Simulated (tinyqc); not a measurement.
Fermi level and growth conditions: formation energy of a charged point defect from supercell energies. Computed by tinyqc, a small Python program. Command: `OMP_NUM_THREADS=1 python tinyqc.py 3002039 3002040 out.jsonl formation walk`. One thread of a shared host (Intel(R) Xeon(R) Processor @ 2.30GHz), about 0.01 s of CPU time with the checks.

The host is a compound AB. Making the defect adds n_A = 0, n_B = -1, n_X = 1 atoms to the cell. All total energies are inputs. E_F is counted from the valence-band maximum (VBM); x = 0 is A-rich and x = 1 B-rich growth.

Inputs (values chosen for the exercise, for a model compound AB):
```
quantity                      value      unit
gap E_g                        2.29        eV
E_VBM of the host cell        1.871        eV
potential alignment dV         0.11        eV
dielectric constant eps        13.8         -
cell length L                  15.2  angstrom
mu_B of the pure element     -2.468        eV
formation enthalpy dH of AB   -1.09        eV
growth condition x            0.099         -
mu_X of the pure element     -6.503        eV
formation enthalpy of AX         -2        eV
```

Defect: impurity X on a B site. Supercell lattice: bcc.

charge states q: 3  2  1  0

E(defect, q) - E(host), in the order of q (eV): -12.022  -8.062  -4.568  -0.606

Constants: e^2/(4 pi eps_0) = 14.39964548 eV angstrom.

Method:
- dmu_A = x dH and dmu_B = (1 - x) dH, so that dmu_A + dmu_B = dH; mu = mu(element) + dmu. The impurity is held at its solubility limit: dmu_X = min(0, dH(AX) - dmu_A).
- The reservoir term is sum n_i mu_i.
- Image-charge correction of a point charge in a neutralising background: E_corr = q^2 alpha e^2/(4 pi eps_0) / (2 eps L), alpha = 2.888462 for a bcc array with L the cube root of the volume.
- E_f(q, E_F) = [E(defect, q) - E(host)] - sum n_i mu_i + q (E_VBM + dV + E_F) + E_corr(q).
- Each entry is the lowest E_f over q.

E_f(q, 0) (eV): (q=+3) -0.24171, (q=+2) 1.24158, (q=+1) 2.45714, (q=0) 4.33900

sum n_i mu_i = -4.945 eV

Lowest formation energy (eV):
```
E_F (eV)  stable q  A-rich, x = 0  x = 0.5  B-rich, x = 1
0.000           +3        -0.2417  -0.2417        -0.2417
0.286           +3         0.6163   0.6163         0.6163
0.572           +3         1.4743   1.4743         1.4743
0.859           +3         2.3353   2.3353         2.3353
1.145           +3         3.1933   3.1933         3.1933
1.431           +1         3.8881   3.8881         3.8881
1.718           +1         4.1751   4.1751         4.1751
2.004            0         4.3390   4.3390         4.3390
2.290            0         4.3390   4.3390         4.3390
```

The lines end where they began between A-rich and B-rich growth, because the cap on mu_X moves with the host potential. The slope of the envelope is the stable charge, so E_f is highest in the rows from E_F = 2.00 to 2.29 eV, where the neutral state is stable: the defect forms most easily in p-type material. Under A-rich growth E_f turns negative for part of the gap, so in equilibrium E_F cannot enter that part. Under B-rich growth E_f turns negative for part of the gap, so in equilibrium E_F cannot enter that part. Caution: the largest image-charge correction in these energies, q^2 alpha e^2/(8 pi eps_0 eps L) with alpha = 2.888462, exceeds a quarter of the gap; the point-charge term alone is then a rough estimate, usually too large for a charge that is spread out. Caution: E_f at E_F = 0 is negative for at least one charge state, so in equilibrium E_F cannot reach the valence-band maximum.

Extremes, crossings and ranges named in words are read from the listed rows.
